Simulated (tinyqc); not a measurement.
# Sheet resistance of a shallow doped layer with concentration-dependent mobility and limited activation, step by step

A worked calculation. Computed by tinyqc, a small Python program that keeps every step. Command: `OMP_NUM_THREADS=1 python tinyqc.py 3018618 3018619 out.jsonl irvin walk`. One thread of a shared host (Intel(R) Xeon(R) Processor @ 2.30GHz), about 0.02 s of CPU time with the checks. Intermediate numbers are printed to about 6 digits and carried at full precision; extremes and crossings named in words are read from the listed rows.

A layer of one dopant lies in a background of the opposite type. Current flows parallel to the surface down to the junction; depletion is ignored.

Inputs (values chosen for the exercise, modelled on arsenic in silicon):

| quantity | value | unit |
|---|---|---|
| surface concentration C_s | 4.5e+20 | 1/cm^3 |
| length l | 7.2 | nm |
| tail abruptness | 3.8 | nm/decade |
| background C_B | 6.6e+15 | 1/cm^3 |
| mobility floor mu_min | 54.7 | cm^2/(V s) |
| mobility mu_max | 1410 | cm^2/(V s) |
| reference density N_r | 9.19e+16 | 1/cm^3 |
| exponent alpha | 0.693 | - |
| prefactor of the active limit | 2.4e+22 | 1/cm^3 |
| energy of the active limit | 0.477 | eV |
| anneal temperature T | 1000 | C |

Profile: box with exponential tail.

Constants: k_B = 8.617333262e-05 eV/K; e = 1.602176634e-19 C.

## Active limit and depths

C(x) = C_s for x < l and C_s 10^(-(x - l)/abruptness) beyond. Temperatures in kelvin are T(C) + 273.15. Active limit C_a = prefactor x exp(-energy/(k_B T)); the junction lies where C = C_B, and the profile exceeds C_a down to x_a (zero if C_s is below C_a). Slope at the junction in nm per decade = ln(10) C/|dC/dx|.

active limit C_a = 3.10457e+20 1/cm^3

junction depth x_j = 25.5679 nm

depth x_a = 7.81260 nm

abruptness at the junction = 3.8 nm/decade

## Local values

Active density N = min(C, C_a); carriers n = N - C_B; mobility mu = mu_min + (mu_max - mu_min)/(1 + ((N + C_B)/N_r)^alpha). Conductivity e n mu. Depths are 0, 0.2, 0.4, 0.6, 0.8 and 0.95 of x_j.

Along the depth:

| x (nm) | C (1/cm^3) | N (1/cm^3) | mu (cm^2/(V s)) | conductivity (S/cm) |
|---|---|---|---|---|
| 0.0000 | 4.50000e+20 | 3.10457e+20 | 59.54 | 2.96164e+03 |
| 5.1136 | 4.50000e+20 | 3.10457e+20 | 59.54 | 2.96164e+03 |
| 10.2272 | 7.18765e+19 | 7.18765e+19 | 67.96 | 7.82603e+02 |
| 15.3408 | 3.24270e+18 | 3.24270e+18 | 160.31 | 8.31180e+01 |
| 20.4544 | 1.46293e+17 | 1.46293e+17 | 614.05 | 1.37432e+01 |
| 24.2895 | 1.43207e+16 | 1.43207e+16 | 1052.29 | 1.30167e+00 |

## Sheet resistance

Integrals from 0 to x_j, where C = C_B (Gauss-Legendre, 60 points on each smooth piece; 1 nm = 1e-7 cm): dose int C dx, carriers int n dx, mean mobility int n mu dx/int n dx, R_s = 1/(e int n mu dx).

chemical dose = 3.98263e+14 1/cm^2

sheet carrier density = 2.93765e+14 1/cm^2

mean mobility = 61.1225 cm^2/(V s)

sheet resistance R_s = 347.607 ohm/square

carriers per dopant atom = 0.737615

product R_s x_j = 8887.59 ohm nm

A box at the active limit as deep as x_j would give 132 ohm/square, the least this anneal allows at that depth. Clipping at C_a leaves 26 % of the dose without carriers (compensation included). Caution: above about 2e20 per cm^3 measured mobilities fall further than this form.

## Raising the surface concentration at fixed length

The last column drops the active limit.

Layers:

| C_s (1/cm^3) | x_j (nm) | dose (1/cm^2) | mean mu (cm^2/(V s)) | R_s (ohm/square) | R_s if all active |
|---|---|---|---|---|---|
| 1.00e+18 | 15.4857 | 8.83943e+11 | 299.106 | 23883.2 | 2.38832e+04 |
| 3.00e+18 | 17.2988 | 2.65401e+12 | 185.944 | 12702.2 | 1.27022e+04 |
| 1.00e+19 | 19.2857 | 8.84923e+12 | 117.372 | 6017.9 | 6.01789e+03 |
| 3.00e+19 | 21.0988 | 2.65499e+13 | 85.632 | 2746.7 | 2.74675e+03 |
| 1.00e+20 | 23.0857 | 8.85021e+13 | 68.672 | 1027.1 | 1.02714e+03 |
| 2.00e+20 | 24.2296 | 1.77005e+14 | 63.484 | 555.5 | 5.55492e+02 |
| 5.00e+20 | 25.7418 | 4.42515e+14 | 61.094 | 341.5 | 2.37334e+02 |
| 1.00e+21 | 26.8857 | 8.85031e+14 | 60.929 | 306.1 | 1.22322e+02 |
| 2.00e+21 | 28.0296 | 1.77006e+15 | 60.796 | 277.3 | 6.23646e+01 |

R_s falls as C_s^-0.57 between the first rows and as C_s^-0.14 between the last. Below C_a = 3.1e20 the exponent is set by the mobility, which drops from 299 towards mu_min. Above C_a extra dose only widens the clipped region: in the last row R_s is 4.45 times the fully active value. Caution: in rows with more than about 2e20 active atoms per cm^3 measured mobilities fall further than this form.

Checks made by the program: sheet conductance against adaptive quadrature (relative difference below 1e-10).
